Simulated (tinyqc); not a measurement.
Adding salt: a particle near a wafer in liquid: double-layer and van der Waals forces (DLVO), deposition barrier and removal. Computed by tinyqc, a small Python program. Command: `OMP_NUM_THREADS=1 python tinyqc.py 3113649 3113650 out.jsonl dlvo walk`. One thread of a shared host (Intel(R) Xeon(R) Processor @ 2.30GHz), about 0.01 s of CPU time with the checks.

Sphere and flat wall, Derjaguin approximation, constant potentials in the linear-superposition form, no retardation and no hydration force.

Inputs (values chosen for the exercise, of the order of those for silica on silicon in water):
```
quantity,value,unit
particle radius R,270,nm
Hamaker constant A,1.2e-20,J
potential of the particle psi_1,-23,mV
potential of the wafer psi_2,-13,mV
salt concentration c,0.0036,mol/L
valence z of the symmetric salt,1,-
temperature T,343,K
dielectric constant of the liquid,63.7,-
```

Constants: e = 1.602176634e-19 C; N_A = 6.02214076e+23 1/mol; eps_0 = 8.8541878128e-12 F/m; k_B = 1.380649e-23 J/K; k_B = 8.617333262e-05 eV/K.

Method:
- kappa^2 = 2 z^2 e^2 N_A (1000 c)/(eps eps_0 k_B T); gamma_i = tanh(z e psi_i/(4 k_B T)); Z = 64 pi eps eps_0 (k_B T/(z e))^2 gamma_1 gamma_2.
- The barrier height is zero when U = 0 and F = 0 together: kappa h = 1 and kappa = 6 Z/(e A), e = 2.718282 here; c follows from kappa^2, with the potentials held fixed.
- U(h) = Z R exp(-kappa h) - A R/(6 h); F(h) = -dU/dh = kappa Z R exp(-kappa h) - A R/(6 h^2), positive for repulsion.
- F = 0 reads x^2 exp(-x) = y with x = kappa h and y = A kappa/(6 Z); the left side peaks at x = 2 with 4/e^2 = 0.5413, so roots exist for smaller y: x < 2 is the barrier, x > 2 the secondary minimum.
- kappa scales as sqrt(c); potentials are held fixed. A dash marks rows without a maximum.

critical concentration = 0.0126999 mol/L

kappa = 0.204136 1/nm

Z = 2.08446 pN

Against the concentration:
```
c (mol/L),Debye length (nm),barrier at (nm),barrier (k_B T),minimum at (nm),minimum (k_B T)
1.27e-06,260.81,16.322,104.65,2.6765e+03,-3.8452e-02
1.27e-05,82.48,9.418,93.91,7.2615e+02,-1.3920e-01
1.27e-04,26.08,5.566,75.52,1.8961e+02,-5.1865e-01
6.35e-04,11.66,3.965,55.84,7.1400e+01,-1.3361e+00
2.54e-03,5.83,3.081,33.06,2.9389e+01,-3.1101e+00
6.35e-03,3.69,2.720,14.93,1.5609e+01,-5.5791e+00
1.14e-02,2.75,2.612,2.36,1.0008e+01,-8.2599e+00
1.90e-02,2.13,2.684,-8.73,6.3700e+00,-1.1909e+01
3.81e-02,1.51,-,-,-,-
```

At low salt the barrier tends to Z R = 119 k_B T; it is half of that between 1.3e-4 and 6.4e-4 mol/L and changes sign at 0.013 mol/L, while the secondary minimum deepens to -8.3 k_B T at 0.9 of that.

Extremes, crossings and ranges named in words are read from the listed rows.
